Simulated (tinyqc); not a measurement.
Worked calculation: six-band hole subbands of a thin body in a field. Values are carried at full precision from step to step, so a last printed digit may differ when a step is redone from the rounded ones.

Constants: hbar^2/2m0 = 3.80998211 eV angstrom^2.

Values chosen for the exercise (near those of a p-type Si channel; the results hold for these values, not for the real material):
```
symbol  value                unit        meaning
S       (7.66, -2.16, 12.8)  1/TPa       compliances s11, s12, s44
sx      -1.5                 GPa         stress along the channel [1-10], negative in compression
b       -2.11                eV          tetragonal potential
d       -4.84                eV          trigonal potential
g1      4.27                             Luttinger gamma1
g2      0.34                             gamma2
g3      1.45                             gamma3
face    110                              surface
Dso     0.044                eV          spin-orbit splitting
t       70                   angstrom    body thickness
F       0.5                  MV/cm       field across the body
kmax    0.08                 1/angstrom  end of the path
```

## Strain and its block

exx = eyy = (s11 + s12) sx/2, ezz = s12 sx, exy = -s44 sx/4 (1 GPa/TPa = 1e-3). With e0 the traceless part, B_XX = 2b e0xx - b (e0yy + e0zz) and B_XY = sqrt(3) d exy.

strain, rows x, y, z and columns alike:
```
[[-0.004125, 0.004800, 0],
 [0.004800, -0.004125, 0],
 [0, 0, 0.003240]]
```

B (eV), rows X, Y, Z and columns alike:
```
[[0.01554, -0.04024, 0],
 [-0.04024, 0.01554, 0],
 [0, 0, -0.03108]]
```

## Confinement masses without spin-orbit coupling

C(n n^T)/c has C_XX = (g1 + 4 g2) nx^2 + (g1 - 2 g2)(ny^2 + nz^2) and C_XY = 6 g3 nx ny, n the unit normal; its eigenvalues are the inverse masses along n.

C(n n^T)/c, rows X, Y, Z and columns alike:
```
[[4.6100, 4.3500, 0],
 [4.3500, 4.6100, 0],
 [0, 0, 3.5900]]
```

masses (m0): [3.8462, 0.2786, 0.1116]

The heaviest mass, 3.85, comes from a near cancellation among the gammas, so a few per cent in them move it strongly.

## The matrix for one sine at q = 0

Basis X, Y, Z times spin, hole energies counted downwards from the unstrained edge (the hydrostatic shift is left out), c = hbar^2/2m0. For a symmetric tensor T let C(T) have C_XX = L Txx + M (Tyy + Tzz), C_XY = N Txy (cyclic), L = c (g1 + 4 g2), M = c (g1 - 2 g2), N = 6 c g3. k = q + kz n, n the unit normal, q = k1 u + k2 v with u along the channel [1-10] and v = n x u. H = C(k k^T) + (Dso/3)(1 - L.sigma) - B + e F z with (L_k)_ij = -i epsilon_kij; B is the block C built from the traceless strain with 2b, -b and sqrt(3) d in place of L, M, N. Strain: exx = eyy = (s11 + s12) sx/2, ezz = s12 sx, exy = -s44 sx/4. Hard walls at z = 0 and t; basis sin(j pi z/t), j = 1 to Nz: kz^2 = (j pi/t)^2, kz = -i D with D_jl = 4 j l/(t (j^2 - l^2)), z_jj = t/2 and z_jl = -8 t j l/(pi (j^2 - l^2))^2 for j + l odd; 1 MV/cm = 0.01 eV/angstrom.

Nz = 1, in meV.

H (meV), rows X+, Y+, Z+, X-, Y-, Z- and columns alike:
```
[[209.50, 73.62+14.67i, 0, 0, 0, -14.67],
 [73.62-14.67i, 209.50, 0, 0, 0, 14.67i],
 [0, 0, 248.30, 14.67, -14.67i, 0],
 [0, 0, 14.67, 209.50, 73.62-14.67i, 0],
 [0, 0, 14.67i, 73.62+14.67i, 209.50, 0],
 [-14.67, -14.67i, 0, 0, 0, 248.30]]
```

## Its levels

Diagonalise; the levels come in pairs. Give each pair and its weights on X, Y, Z, summed over spin and averaged over the pair.

levels (meV): [132.91, 243.61, 290.79]

weights, rows X, Y, Z; columns pair 1, pair 2, pair 3:
```
[[0.493, 0.072, 0.435],
 [0.493, 0.072, 0.435],
 [0.013, 0.856, 0.130]]
```

## More sines

The four lowest pairs at q = 0.

Hole energies (meV):
```
Nz  pair 1  pair 2  pair 3  pair 4
1   132.91  243.61  290.79       -
2    73.49  199.20  211.59  271.11
4    36.12  110.39  183.73  206.91
8    26.13   77.94  122.00  163.25
16   25.89   76.89  118.75  155.71
```

One sine is 107.02 meV off in the top subband, since the field mixes the sines. The second pair lies 51.0 meV deeper.

## Dispersion of the top subband

Nz = 14; the two lowest levels (spin-split where the field breaks inversion), in meV from their value at q = 0.

Energies (meV):
```
|q| (1/angstrom)     u a     u b    v a    v b
0.020              12.92   13.73   5.44   5.49
0.040              52.16   54.07  21.80  21.91
0.060             116.43  120.36  49.08  49.27
0.080             196.03  204.58  87.24  87.55
```

From the mean of each pair in the first row, c q^2/E gives 0.11 m0 along u and 0.28 m0 along v. The largest distance between a and b in the table is 8.56 meV.

## Checks

- Top level at q = 0 on (001) without field and stress against c (g1 - 2 g2)(pi/t)^2, eV: both 0.02755.
- Hermiticity, and E(q) against E(-q): they agree to 1e-10 or better.

Run: tinyqc, `OMP_NUM_THREADS=1 python tinyqc.py 1251195 1251196 out.jsonl`; Intel(R) Xeon(R) Processor @ 2.30GHz, one thread, shared host; about 0.5 s of CPU time with all checks.
